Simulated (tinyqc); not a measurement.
Global model of a low-pressure process discharge: electron temperature, density, ion flux and ion energy: one step, computed by the program tinyqc.

Maxwellian electrons with temperature T_e in eV, one positive ion, no negative ions, uniform bulk density n; rate constants have the Arrhenius form.

Question. Energy per pair and density. E_c = E_iz + (X0 exp(-E_ex/T_e) E_ex + K_el (3 m_0/M) T_e)/K_iz; wall potential V_s = (T_e/2) ln(M/(2 pi m_0)); E_T = E_c + 2 T_e + T_e/2 + V_s; n = P/(e u_B A_eff E_T); ion current density J = e h_L n u_B; ionised share n/n_g.

Inputs (values chosen for the exercise, of the order of those of an inductive discharge in a simple atomic gas):
```
quantity                      value   unit
ion mass M                     35.5      u
ionisation energy E_iz         15.6     eV
excitation prefactor X0     3.9e-14  m^3/s
excitation energy E_ex         11.4     eV
elastic rate constant K_el  1.5e-13  m^3/s
gas temperature T_g             400      K
absorbed power P                350      W
```

T_e = 3.632720 eV

K_iz = 4.503207e-16 m^3/s

Bohm velocity u_B = 3142.190 m/s

A_eff = 1901.838 cm^2

h_L = 0.3758104

gas density n_g = 4.889005e+19 1/m^3

Constants: m_0 = 9.1093837015e-31 kg; u = 1.6605390666e-27 kg; e = 1.602176634e-19 C.

Give: collisional loss per pair E_c; wall potential V_s; E_T; plasma density n; ion current density J; ionised share.

Answer.

collisional loss per pair E_c = 58.47 eV

wall potential V_s = 16.78 V

E_T = 84.33 eV

plasma density n = 4.335e+10 1/cm^3

ion current density J = 0.8201 mA/cm^2

ionised share = 8.866e-04

Collisions take 69 % of the power and the walls the rest. T_e came from the particle balance alone; the power sets only n.
